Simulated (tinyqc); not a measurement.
Inside a calculation: Penn model of the dielectric constant and Phillips ionicity. Values are carried at full precision from step to step, so a last printed digit may differ when a step is redone from the rounded ones.

n = 32/a^3; Ep^2 = 8 pi c e2 n with c = hbar^2/2m0, e2 = e^2/(4 pi eps0); EF = c (3 pi^2 n)^(2/3); eps = 1 + (Ep/Eg)^2 S with S = 1 - Eg/(4 EF) + (Eg/(4 EF))^2/3, Eg the Penn gap. Core d shells are left out.

Constants: hbar^2/2m0 = 3.80998211 eV angstrom^2; e^2/(4 pi eps0) = 14.39964547 eV angstrom.

Parameters, chosen for this exercise (out of a larger set: near those of Si; not measured data): a = 5.45 angstrom (cubic lattice constant, 32 valence electrons a cell); ei = 12.2 (high-frequency dielectric constant).

## Valence electron gas

Evaluate n, Ep and EF.

n = 0.19768 1/angstrom^3
Ep = 16.510 eV
EF = 12.374 eV

## Penn gap from the dielectric constant

Start with S = 1 and repeat Eg = Ep sqrt(S/(ei - 1)) until Eg changes by less than 1e-6 eV.

Iterations:

| step | Eg in (eV) | S | Eg out (eV) |
|---|---|---|---|
| 1 | 4.9332 | 0.9036 | 4.6895 |
| 2 | 4.6895 | 0.9082 | 4.7014 |
| 3 | 4.7014 | 0.9080 | 4.7009 |
| 4 | 4.7009 | 0.9080 | 4.7009 |
| 5 | 4.7009 | 0.9080 | 4.7009 |
| 6 | 4.7009 | 0.9080 | 4.7009 |

Penn gap Eg = 4.701 eV

The factor S lowers the gap by 0.232 eV from the first estimate. The Penn gap is a mean bonding-antibonding separation, near the main peak of eps2, not the smallest gap.

## Homopolar and ionic parts

Phillips: bond length d = sqrt(3) a/4; homopolar gap Eh = 39.74 d^(-2.48) eV (d in angstrom); Eg^2 = Eh^2 + C^2; ionicity fi = C^2/Eg^2.

Split the gap; where Eg is below Eh or within 3 % of it, C is taken as zero.

d = 2.3599 angstrom
Eh = 4.725 eV
C = 0.00 eV
fi = 0.000

Eg/Eh = 0.995: the bond is covalent within the accuracy of the rule.

## Checks

- Penn gap by iteration against bisection (eV): both 4.701.

(tinyqc, `OMP_NUM_THREADS=1 python tinyqc.py 1651648 1651649 out.jsonl`, Intel(R) Xeon(R) Processor @ 2.30GHz, 1 thread, shared host, about 0.01 s.)
